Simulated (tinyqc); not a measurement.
Inside a calculation. Method: CCD on RHF in the sto-3g basis, for BeH2, spin multiplicity 1. One step of it, computed by the program tinyqc.

Problem. Integrals over molecular orbitals. (pq|rs) = sum C_ip C_jq C_kr C_ls (ij|kl), one index at a time.

coefficients C, order 1Be 1s, 1Be 2s, 1Be 2px, 1Be 2py, 1Be 2pz, 2H 1s, 3H 1s:
$$\begin{pmatrix}
0.991840 & -0.213636 & 0.000000 & 0.000000 & 0.000000 & -0.228770 & 0.000000 \\
0.031293 & 0.600256 & 0.000000 & 0.000000 & 0.000000 & 1.077291 & 0.000000 \\
0.000000 & 0.000000 & 0.000000 & -0.487684 & 0.873020 & 0.000000 & 0.000000 \\
0.000000 & 0.000000 & 0.496621 & 0.000000 & 0.000000 & 0.000000 & 1.244511 \\
0.000000 & 0.000000 & 0.000000 & 0.873020 & 0.487684 & 0.000000 & 0.000000 \\
-0.003771 & 0.392439 & 0.426437 & 0.000000 & 0.000000 & -0.739831 & -0.854679 \\
-0.003771 & 0.392439 & -0.426437 & 0.000000 & 0.000000 & -0.739831 & 0.854679
\end{pmatrix}$$

core Hamiltonian H = T + V (hartree), order 1Be 1s, 1Be 2s, 1Be 2px, 1Be 2py, 1Be 2pz, 2H 1s, 3H 1s:
$$\begin{pmatrix}
-8.558400 & -2.111658 & 0.000000 & 0.000000 & 0.000000 & -0.376658 & -0.376658 \\
-2.111658 & -2.767348 & 0.000000 & 0.000000 & 0.000000 & -1.019143 & -1.019143 \\
0.000000 & 0.000000 & -2.235882 & 0.000000 & 0.000000 & 0.000000 & 0.000000 \\
0.000000 & 0.000000 & 0.000000 & -2.426467 & 0.000000 & -1.119686 & 1.119686 \\
0.000000 & 0.000000 & 0.000000 & 0.000000 & -2.235882 & 0.000000 & 0.000000 \\
-0.376658 & -1.019143 & 0.000000 & -1.119686 & 0.000000 & -2.017074 & -0.058860 \\
-0.376658 & -1.019143 & 0.000000 & 1.119686 & 0.000000 & -0.058860 & -2.017074
\end{pmatrix}$$

Two-electron integrals (ij|kl) in chemists' order, unique and non-zero (hartree):
```
(11|11) 2.298831    (21|11) 0.392036    (21|21) 0.079539    (22|11) 0.570988
(22|21) 0.143041    (22|22) 0.417683    (31|31) 0.014607    (32|31) 0.021888
(32|32) 0.092265    (33|11) 0.569578    (33|21) 0.143083    (33|22) 0.417589
(33|33) 0.449859    (41|41) 0.014607    (42|41) 0.021888    (42|42) 0.092265
(43|43) 0.024249    (44|11) 0.569578    (44|21) 0.143083    (44|22) 0.417589
(44|33) 0.401360    (44|44) 0.449859    (51|51) 0.014607    (52|51) 0.021888
(52|52) 0.092265    (53|53) 0.024249    (54|54) 0.024249    (55|11) 0.569578
(55|21) 0.143083    (55|22) 0.417589    (55|33) 0.401360    (55|44) 0.401360
(55|55) 0.449859    (61|11) 0.068114    (61|21) 0.013812    (61|22) 0.025056
(61|33) 0.024883    (61|41) 0.001217    (61|42) 0.002302    (61|44) 0.025416
(61|55) 0.024883    (61|61) 0.002514    (62|11) 0.175804    (62|21) 0.044743
(62|22) 0.143729    (62|33) 0.138153    (62|41) 0.005837    (62|42) 0.036773
(62|44) 0.154748    (62|55) 0.138153    (62|61) 0.008597    (62|62) 0.075623
(63|31) 0.003967    (63|32) 0.018910    (63|43) 0.006254    (63|63) 0.006659
(64|11) 0.192628    (64|21) 0.049598    (64|22) 0.166949    (64|33) 0.157071
(64|41) 0.009423    (64|42) 0.057015    (64|44) 0.186534    (64|55) 0.157071
(64|61) 0.009925    (64|62) 0.099596    (64|64) 0.134957    (65|51) 0.003967
(65|52) 0.018910    (65|54) 0.006254    (65|65) 0.006659    (66|11) 0.344173
(66|21) 0.089121    (66|22) 0.321612    (66|33) 0.298528    (66|41) 0.013183
(66|42) 0.108732    (66|44) 0.367504    (66|55) 0.298528    (66|61) 0.017498
(66|62) 0.217876    (66|64) 0.303789    (66|66) 0.774606    (71|11) 0.068114
(71|21) 0.013812    (71|22) 0.025056    (71|33) 0.024883    (71|41) -0.001217
(71|42) -0.002302   (71|44) 0.025416    (71|55) 0.024883    (71|61) 0.002297
(71|62) 0.007257    (71|64) 0.007779    (71|66) 0.014324    (71|71) 0.002514
(72|11) 0.175804    (72|21) 0.044743    (72|22) 0.143729    (72|33) 0.138153
(72|41) -0.005837   (72|42) -0.036773   (72|44) 0.154748    (72|55) 0.138153
(72|61) 0.007257    (72|62) 0.037972    (72|64) 0.040620    (72|66) 0.080308
(72|71) 0.008597    (72|72) 0.075623    (73|31) 0.003967    (73|32) 0.018910
(73|43) -0.006254   (73|63) 0.002581    (73|73) 0.006659    (74|11) -0.192628
(74|21) -0.049598   (74|22) -0.166949   (74|33) -0.157071   (74|41) 0.009423
(74|42) 0.057015    (74|44) -0.186534   (74|55) -0.157071   (74|61) -0.007779
(74|62) -0.040620   (74|64) -0.042269   (74|66) -0.085516   (74|71) -0.009925
(74|72) -0.099596   (74|74) 0.134957    (75|51) 0.003967    (75|52) 0.018910
(75|54) -0.006254   (75|65) 0.002581    (75|75) 0.006659    (76|11) 0.009932
(76|21) 0.002458    (76|22) 0.006968    (76|33) 0.006872    (76|44) 0.007158
(76|55) 0.006872    (76|61) 0.000432    (76|62) 0.002459    (76|64) 0.002895
(76|66) 0.005637    (76|71) 0.000432    (76|72) 0.002459    (76|74) -0.002895
(76|76) 0.000118    (77|11) 0.344173    (77|21) 0.089121    (77|22) 0.321612
(77|33) 0.298528    (77|41) -0.013183   (77|42) -0.108732   (77|44) 0.367504
(77|55) 0.298528    (77|61) 0.014324    (77|62) 0.080308    (77|64) 0.085516
(77|66) 0.172813    (77|71) 0.017498    (77|72) 0.217876    (77|74) -0.303789
(77|76) 0.005637    (77|77) 0.774606
```

Give: one-electron integrals over orbitals h = C^T H C; Two-electron integrals over orbitals.

Solution.

one-electron integrals over orbitals h = C^T H C (hartree):
$$\begin{pmatrix}
-8.547 & 0.210 & 0.000 & 0.000 & 0.000 & 0.203 & 0.000 \\
0.210 & -2.320 & 0.000 & 0.000 & 0.000 & -0.234 & 0.000 \\
0.000 & 0.000 & -2.259 & 0.000 & 0.000 & 0.000 & -0.310 \\
0.000 & 0.000 & 0.000 & -2.236 & 0.000 & 0.000 & 0.000 \\
0.000 & 0.000 & 0.000 & 0.000 & -2.236 & 0.000 & 0.000 \\
0.203 & -0.234 & 0.000 & 0.000 & 0.000 & -1.897 & 0.000 \\
0.000 & 0.000 & -0.310 & 0.000 & 0.000 & 0.000 & -1.855
\end{pmatrix}$$

Two-electron integrals over orbitals (pq|rs), unique and non-zero (hartree):
```
(11|11) 2.272       (21|11) -0.188      (21|21) 0.024       (22|11) 0.462
(22|21) -0.006      (22|22) 0.377       (31|31) 0.005       (32|31) 0.011
(32|32) 0.160       (33|11) 0.425       (33|21) -2.42e-03   (33|22) 0.390
(33|33) 0.413       (41|41) 0.016       (42|41) 0.015       (42|42) 0.048
(43|43) 0.013       (44|11) 0.569       (44|21) -0.007      (44|22) 0.356
(44|33) 0.338       (44|44) 0.450       (51|51) 0.016       (52|51) 0.015
(52|52) 0.048       (53|53) 0.013       (54|54) 0.024       (55|11) 0.569
(55|21) -0.007      (55|22) 0.356       (55|33) 0.338       (55|44) 0.401
(55|55) 0.450       (61|11) -0.192      (61|21) 0.025       (61|22) -0.006
(61|33) -3.12e-03   (61|44) -0.006      (61|55) -0.006      (61|61) 0.026
(62|11) 0.133       (62|21) -0.006      (62|22) -0.016      (62|33) -0.042
(62|44) 0.065       (62|55) 0.065       (62|61) -0.005      (62|62) 0.082
(63|31) -7.02e-04   (63|32) -0.092      (63|63) 0.086       (64|41) 0.016
(64|42) 0.047       (64|64) 0.050       (65|51) 0.016       (65|52) 0.047
(65|65) 0.050       (66|11) 0.463       (66|21) -0.007      (66|22) 0.379
(66|33) 0.390       (66|44) 0.355       (66|55) 0.355       (66|61) -0.007
(66|62) -0.029      (66|66) 0.396       (71|31) 0.010       (71|32) 0.018
(71|63) -7.59e-05   (71|71) 0.019       (72|31) 4.41e-03    (72|32) -0.040
(72|63) 0.062       (72|71) 0.008       (72|72) 0.057       (73|11) 0.149
(73|21) -4.15e-03   (73|22) 2.17e-05    (73|33) -0.018      (73|44) 0.069
(73|55) 0.069       (73|61) -3.56e-03   (73|62) 0.078       (73|66) -0.021
(73|73) 0.087       (74|43) 0.013       (74|74) 0.017       (75|53) 0.013
(75|75) 0.017       (76|31) 0.010       (76|32) 0.140       (76|63) -0.092
(76|71) 0.016       (76|72) -0.048      (76|76) 0.137       (77|11) 0.550
(77|21) -0.008      (77|22) 0.404       (77|33) 0.421       (77|44) 0.379
(77|55) 0.379       (77|61) -0.008      (77|62) -0.021      (77|66) 0.414
(77|73) 1.59e-03    (77|77) 0.459
```
